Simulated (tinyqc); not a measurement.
Bond length: bond-orbital model of a tetrahedral semiconductor (Harrison's universal couplings).

Hybrid level eh = (es + 3 ep)/4; metallic energy V1 = (ep - es)/4 for each atom; covalent energy V2 = 3.22 hbar^2/(m d^2); polar energy V3 = (ehc - eha)/2; hbar^2/m = 2c, c = hbar^2/2m0. Polarity ap = V3/sqrt(V2^2 + V3^2), covalency ac = V2/sqrt(V2^2 + V3^2). p-p coupling at Gamma Exx = (4/3)(2.22 - 2 x 0.63) hbar^2/(m d^2) = 1.28 hbar^2/(m d^2), s-s coupling Ess = 4 x 1.32 hbar^2/(m d^2).

Constants: hbar^2/2m0 = 3.80998211 eV angstrom^2.

Parameters, chosen for this exercise (near tabulated values for GaN; the model gives trends, and its gaps can be far from the real ones; shifted at random, so the results belong to these values and not to a real crystal): esc = -11.38 eV (s level, cation); epc = -5.63 eV (p level, cation); esa = -26.32 eV (s level, anion); epa = -13.64 eV (p level, anion); d = 1.94 angstrom (bond length); Z = 5 (valence electrons of the anion).

d is scaled; levels stay. E0 is the s-like conduction level less Ev at Gamma (Ess = 5.28 u, Exx = 1.28 u); Z* = 4 ap - (Z - 4).

Against d:

| d/d0 | V2 (eV) | ap | Z* | Ev (eV) | E0 (eV) |
|---|---|---|---|---|---|
| 0.94 | 7.378 | 0.5510 | 1.204 | -14.599 | 9.968 |
| 0.96 | 7.074 | 0.5672 | 1.269 | -14.529 | 9.475 |
| 0.98 | 6.788 | 0.5830 | 1.332 | -14.464 | 9.019 |
| 0.99 | 6.652 | 0.5908 | 1.363 | -14.434 | 8.804 |
| 1.00 | 6.519 | 0.5986 | 1.394 | -14.405 | 8.597 |
| 1.01 | 6.391 | 0.6062 | 1.425 | -14.378 | 8.397 |
| 1.02 | 6.266 | 0.6137 | 1.455 | -14.351 | 8.205 |
| 1.04 | 6.028 | 0.6286 | 1.514 | -14.302 | 7.841 |

Compression raises V2 and E0: dE0/d ln(volume) = -6.78 eV, of which the valence band gives -0.94. The polarity falls under compression, from 0.599 to 0.551 at 0.94 (SiC is a known exception, whose effective charge rises under pressure).

Program tinyqc; command `OMP_NUM_THREADS=1 python tinyqc.py 1452646 1452647 out.jsonl`; about 0.01 s on one thread of a shared Intel(R) Xeon(R) Processor @ 2.30GHz.
